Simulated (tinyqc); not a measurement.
## Mobility, diffusion coefficient and lifetime from two collectors

Inverse problem. For an injected sheet in a field F the peak time tp at distance L obeys u^2 tp^2 + 2 D tp = L^2 with u^2 = v^2 + 4 D/tau, and the pulse area goes as exp(L (v - u)/(2 D)); v = mu F. Find u, D, mu and tau without using the Einstein relation.

Parameters, values chosen for the exercise:
```
symbol,value,unit,meaning
F,2.2,V/cm,sweep field along the drift
```

distances (um): 770  1700
peak times (us): 13.1821388  30.7751862
ratio of the areas, far over near = 0.316851645

Answer. The two peak times give two linear equations for u^2 and D; the area ratio gives v - u, and u^2 - v^2 = 4 D/tau gives tau.

u = 5.27e3 cm/s
D = 41.6 cm^2/s
mu = 1.93e3 cm^2/(V s)
tau = 1.70e-5 s

tinyqc, about 0.01 s, one thread, Intel Xeon 2.30GHz (shared host): `OMP_NUM_THREADS=1 python tinyqc.py 2310124 2310125 out.jsonl`
